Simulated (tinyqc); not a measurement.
# Doping and flat-band voltage from the body effect

Question. VT = Vfb + 2 phiF + gamma sqrt(2 phiF + Vsb), phiF = Vt ln(Na/ni), gamma = sqrt(2 q eps0 eps_r Na)/Cox, Cox = eps0 eox/tox. Find Na, gamma and Vfb from two thresholds.

Values chosen for this exercise; material values close to those of gallium nitride:
- T = 300 K (temperature)
- eps_r = 9.46 (relative permittivity of the semiconductor)
- eox = 7.53 (relative permittivity of the gate insulator)
- tox = 12 nm (insulator thickness)

Constants: q = 1.602176634e-19 C, kB = 1.380649e-23 J/K, Vt = kB T/q, eps0 = 8.8541878128e-14 F/cm where lengths are in cm. Results are converted to the units shown.

VT at Vsb = 0 and 2.1 V (V): [2.1685479, 2.2504931]
ni = 8.9027046e-11 cm^-3

Solution. The difference of the thresholds, gamma [sqrt(2 phiF + Vsb) - sqrt(2 phiF)], holds no Vfb and rises with Na, so it has one root; Vfb then follows from the first threshold.

Na = 2.900e16 cm^-3
gamma = 0.1588 V^0.5
Vfb = -1.270 V

Program tinyqc, `OMP_NUM_THREADS=1 python tinyqc.py 2360159 2360160 out.jsonl`; Intel Xeon 2.30GHz, shared host, one thread, about 0.07 s.
